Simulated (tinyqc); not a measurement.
What each parameter does: alloy A(1-x)B(x) by interpolation with bowing.

Each gap follows E(x) = (1 - x) E_A + x E_B - C x (1 - x); the lattice constant follows Vegard, a(x) = (1 - x) a_A + x a_B.

Mass at Gamma from the Kane formula 1/m = F + Ep (Eg + 2 Dso/3)/(Eg (Eg + Dso)). F is fixed by the masses of A and B and interpolated linearly, as is Ep; Eg and Dso carry their bowing.

Values chosen for the exercise (A near Si, B near Ge; shifted at random, so the results belong to these values and not to a real crystal):
- Eg = (4.152, 0.907) eV (gap at Gamma to the s-like level of A, B)
- EgX = (1.159, 0.944) eV (gap to the lowest valley along Gamma-X of A, B)
- EgL = (2.091, 0.742) eV (gap to L of A, B)
- C = (0.232, 0.198, 0) eV (bowing of the Gamma, X and L gaps)
- x = 0.55 (fraction of B)
- Dso = (0.044, 0.287) eV (spin-orbit splitting of A, B)
- Ep = (21.9, 26.5) eV (Kane energy of A, B)
- me = (0.2021, 0.0385) m0 (electron mass at Gamma of A, B)
- Cs = 0 eV (bowing of Dso)

Gaps at x and the Kane mass.

One parameter was then changed.

Results before and after:
```
case     Gamma (eV)  X (eV)  L (eV)  mass (m0)
base         2.3098  0.9917  1.3491     0.1032
changed      2.3098  0.9659  1.3491     0.1032
```

Which of these changes was made? (a) x = 0.59; (b) EgL = (1.986, 0.742) eV; (c) Ep = (24.1, 29.2) eV; (d) C = (0.332, 0.298, 0.1) eV; (e) EgX = (1.159, 0.897) eV; (f) Cs = 0.05 eV; (g) Eg = (4.36, 0.907) eV.

Answer: (e) EgX = (1.159, 0.897) eV. Of the candidates, run in turn, only this one gives the changed row.

All candidates:
```
case                        Gamma (eV)  X (eV)  L (eV)  mass (m0)
base                            2.3098  0.9917  1.3491     0.1032
x = 0.59                        2.1813  0.9843  1.2951     0.0968
C = (0.332, 0.298, 0.1) eV      2.2851  0.9670  1.3243     0.1020
Eg = (4.36, 0.907) eV           2.4034  0.9917  1.3491     0.1063
EgX = (1.159, 0.897) eV         2.3098  0.9659  1.3491     0.1032
EgL = (1.986, 0.742) eV         2.3098  0.9917  1.3018     0.1032
Ep = (24.1, 29.2) eV            2.3098  0.9917  1.3491     0.1112
Cs = 0.05 eV                    2.3098  0.9917  1.3491     0.1030
```

tinyqc: `OMP_NUM_THREADS=1 python tinyqc.py 1051461 1051462 out.jsonl`; about 0.01 s, one thread, shared Intel(R) Xeon(R) Processor @ 2.30GHz.
